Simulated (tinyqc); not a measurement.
Worked calculation: tight binding, honeycomb lattice. Computed by tinyqc, a small Python program that keeps every step. Settings: t1 = 1.39, t2 = 0, phi = 1.57, delta = 1.25, points = 7. Command: `OMP_NUM_THREADS=1 python tinyqc.py 21806 21807 out.jsonl` (the two numbers bound the seeds that draw the settings). One thread of a shared host (Intel(R) Xeon(R) Processor @ 2.60GHz), about 0.01 s of CPU time with the checks.

## Bloch Hamiltonian at k

Parameters chosen for this model:
```
parameter     value                        unit
t1         1.390000                 eV, nearest
t2                0       eV, second neighbours
phi        1.570000  rad, phase of t2 (Haldane)
delta      1.250000          eV, +/- on A and B
```

k point k (fractions of the reciprocal vectors): -0.150000  0.020000

H_AB = -t1 (1 + exp(-i k.a1) + exp(-i k.a2)); H_AA = delta - 2 t2 sum cos(k.b + phi), H_BB = -delta - 2 t2 sum cos(k.b - phi), b = a1, a2 - a1, -a2.

H(k) at k (eV):
```
                     A                    B
A             1.250000  -3.586061-0.950320i
B  -3.586061+0.950320i            -1.250000
```

## Levels at k

Diagonalise the Hermitian matrix.

eigenvalues (eV): -3.914772  3.914772

weights |c|^2 of the basis functions:
```
     band 1    band 2
A  0.340348  0.659652
B  0.659652  0.340348
```

## Bloch Hamiltonian at K

k point K (fractions of the reciprocal vectors): 0.333333  0.666667

As before.

H(k) at K (eV):
```
          A          B
A  1.250000   0.000000
B  0.000000  -1.250000
```

## Levels at K

As before.

eigenvalues (eV): -1.250000  1.250000

weights |c|^2 of the basis functions:
```
     band 1    band 2
A  0.000000  1.000000
B  1.000000  0.000000
```

## Bands along a path

The same steps at evenly spaced points between the labelled ones.

Bands along the path (eV):
```
k             band 1    band 2
G          -4.353321  4.353321
G-K 0.25   -3.997986  3.997986
G-K 0.50   -3.048098  3.048098
G-K 0.75   -1.869385  1.869385
K          -1.250000  1.250000
K-M 0.25   -1.376225  1.376225
K-M 0.50   -1.611803  1.611803
K-M 0.75   -1.800065  1.800065
M          -1.869385  1.869385
M-K' 0.25  -1.800065  1.800065
M-K' 0.50  -1.611803  1.611803
M-K' 0.75  -1.376225  1.376225
K'         -1.250000  1.250000
```

With 1 band(s) filled, the highest filled level on these points lies at K and the lowest empty one at K: a gap of 2.5000 eV, direct.

## Chern number of the lower band

On a 7 x 7 mesh, the phase of the product of overlaps around each plaquette (k1 then k2); the sum over 2 pi is an integer.

plaquette phases (rad):
```
           1          2          3          4          5          6          7
1   0.000000  -0.016145  -0.051629  -0.056978   0.040497   0.030408   0.012371
2   0.016145   0.000000  -0.037754  -0.154611  -0.102619   0.037302   0.030408
3   0.051629   0.037754   0.000000  -0.137542  -0.364641  -0.102619   0.040497
4   0.056978   0.154611   0.137542   0.000000  -0.137542  -0.154611  -0.056978
5  -0.040497   0.102619   0.364641   0.137542   0.000000  -0.037754  -0.051629
6  -0.030408  -0.037302   0.102619   0.154611   0.037754   0.000000  -0.016145
7  -0.012371  -0.030408  -0.040497   0.056978   0.051629   0.016145   0.000000
```

Chern number = 0.000000
